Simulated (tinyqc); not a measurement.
Junction field-effect transistor with two gates, gradual channel with velocity saturation: two steps of the calculation.

A uniformly doped n-type channel, depleted from both sides by p+ gates; at channel potential V the depleted share of a is u = sqrt((Vbi - Vg + V)/Vp), s at the source. Electrons drift with v = mu E/(1 + mu E/vsat). Abrupt depletion edge, no series resistance, source at 0.

Values chosen for this exercise: gate voltage Vg = -0.9 V; drain voltage Vd = 0.25 V.

Question 1. Current below saturation. u = sqrt((Vbi - Vg + Vd)/Vp). I = (G0 Vp/3) F/(1 + Z (u^2 - s^2)), F = 3 (u^2 - s^2) - 2 (u^3 - s^3), with u at V = Vd; Z = 0 gives constant mobility, for which u stops at 1.

Vbi = 1.3410168 V
Vp = 4.0523191 V
G0 = 664.83922 mS
Z = 17.905596
s = 0.74365369

Wanted: u; F; I for Z = 0; I.

Answer 1.

u = 0.7840
F = 0.04367
I for Z = 0 = 39.22 mA
I = 18.64 mA

The falling mobility lowers the current by 52.5 %.

Question 2. The saturation point by Newton steps. a is the channel (half-)thickness, Vp its pinch-off voltage and Z = mu Vp/(vsat L); an iterate with u > 1 is an overshoot, not a physical state. f = (1 - u)(1 + Z (u^2 - s^2)) - Z F/3, F = 3 (u^2 - s^2) - 2 (u^3 - s^3); f' = -(1 + Z (u^2 - s^2)); u(new) = u - f/f'.

u after iteration 1 = 0.99765843
Z = 17.905596
s = 0.74365369

Give: f; f'; u after iteration 2.

Answer 2.

f = -0.9546
f' = -8.920
u after iteration 2 = 0.8906

The value that enters this step is an overshoot, farther from the solution than the start was, so its intermediate quantities are not physical.

Program tinyqc, `OMP_NUM_THREADS=1 python tinyqc.py 2500058 2500059 out.jsonl`; Intel Xeon 2.30GHz, shared host, one thread, about 0.06 s.
